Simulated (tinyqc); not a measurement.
Raising the surface concentration at fixed length: sheet resistance of a shallow doped layer with concentration-dependent mobility and limited activation. Computed by tinyqc, a small Python program. Command: `OMP_NUM_THREADS=1 python tinyqc.py 3001783 3001784 out.jsonl irvin walk`. One thread of a shared host (Intel(R) Xeon(R) Processor @ 2.30GHz), about 0.03 s of CPU time with the checks.

A layer of one dopant lies in a background of the opposite type. Current flows parallel to the surface down to the junction; depletion is ignored.

Inputs (values chosen for the exercise, modelled on arsenic in silicon):
```
quantity                          value        unit
surface concentration C_s       2.5e+19      1/cm^3
length l                             59          nm
tail abruptness                     2.8   nm/decade
background C_B                    4e+15      1/cm^3
mobility floor mu_min              54.4  cm^2/(V s)
mobility mu_max                    1420  cm^2/(V s)
reference density N_r          1.02e+17      1/cm^3
exponent alpha                    0.685           -
prefactor of the active limit   1.9e+22      1/cm^3
energy of the active limit        0.468          eV
anneal temperature T               1000           C
```

Profile: box with exponential tail.

Constants: k_B = 8.617333262e-05 eV/K; e = 1.602176634e-19 C.

Method:
- C(x) = C_s for x < l and C_s 10^(-(x - l)/abruptness) beyond.
- Temperatures in kelvin are T(C) + 273.15.
- Active limit C_a = prefactor x exp(-energy/(k_B T)); the junction lies where C = C_B, and the profile exceeds C_a down to x_a (zero if C_s is below C_a). Slope at the junction in nm per decade = ln(10) C/|dC/dx|.
- Active density N = min(C, C_a); carriers n = N - C_B; mobility mu = mu_min + (mu_max - mu_min)/(1 + ((N + C_B)/N_r)^alpha).
- Integrals from 0 to x_j, where C = C_B (Gauss-Legendre, 60 points on each smooth piece; 1 nm = 1e-7 cm): dose int C dx, carriers int n dx, mean mobility int n mu dx/int n dx, R_s = 1/(e int n mu dx).
- The last column drops the active limit.

active limit C_a = 2.66791e+20 1/cm^3

Layers:
```
C_s (1/cm^3)  x_j (nm)  dose (1/cm^2)  mean mu (cm^2/(V s))  R_s (ohm/square)  R_s if all active
1.00e+18        65.714     6.0211e+12                293.51            3547.2         3.5472e+03
3.00e+18        67.050     1.8064e+13                179.29            1930.0         1.9300e+03
1.00e+19        68.514     6.0216e+13                112.42             922.5         9.2247e+02
3.00e+19        69.850     1.8065e+14                 82.48             419.0         4.1898e+02
1.00e+20        71.314     6.0216e+14                 66.90             155.0         1.5495e+02
2.00e+20        72.157     1.2043e+15                 62.21              83.3         8.3307e+01
5.00e+20        73.271     3.0108e+15                 60.82              63.1         3.5383e+01
1.00e+21        74.114     6.0216e+15                 60.82              62.2         1.8181e+01
2.00e+21        74.957     1.2043e+16                 60.81              61.4         9.2502e+00
```

What follows from these numbers?

R_s falls as C_s^-0.55 between the first rows and as C_s^-0.02 between the last. Below C_a = 2.7e20 the exponent is set by the mobility, which drops from 294 towards mu_min. Above C_a extra dose only widens the clipped region: in the last row R_s is 6.64 times the fully active value. Caution: in rows with more than about 2e20 active atoms per cm^3 measured mobilities fall further than this form.
